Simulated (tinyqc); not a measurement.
Finnis-Sinclair potential for a bcc metal: fit to cohesion and elasticity, then vacancy, surfaces and structure: one step, computed by the program tinyqc.

E = (1/2) sum V(r) - A sqrt(rho), rho = sum phi(r), phi = (r - d)^2 for r < d, V = (r - c)^2 (c0 + c1 r + c2 r^2) for r < c. In bcc the 8 first neighbours lie at sqrt(3) a/2 and the 6 second at a; both cut-offs lie below the third shell; Omega = a^3/2; E is per atom and z the number of atoms in a shell. The four constants A, c0, c1, c2 are fitted to E_c, zero pressure, B and C12 - C44 alone, so C44 and C11 - C12 are not matched singly; defects are unrelaxed.

Problem. Unrelaxed vacancy. E_v = -A sum_shells z [sqrt(rho - phi(r)) - sqrt(rho)] - (1/2) sum z V(r): the neighbours lose one bond each, and the atom is put back in the bulk.

Inputs (values chosen for the exercise, modelled on tantalum):

| quantity | value | unit |
|---|---|---|
| lattice constant a | 3.306 | angstrom |
| cohesive energy E_c | 8.17 | eV |
| density cut-off d/a | 1.215 | - |
| pair cut-off c/a | 1.276 | - |

c0, c1, c2 (eV/angstrom^2, eV/angstrom^3, eV/angstrom^4): 0.0203825  0.8878831  -0.2892071

A = 2.451353 eV/angstrom

rho = 13.67971 angstrom^2

Give: V at the two shells; phi at the two shells; vacancy energy E_v; E_v/E_c.

Solution.

V at the two shells (eV): 0.35228  -0.17085

phi at the two shells (angstrom^2): 1.3310  0.5052

vacancy energy E_v = 3.7364 eV

E_v/E_c = 0.45734

A pair potential would give E_v = E_c; the square root lowers the ratio to 0.46.
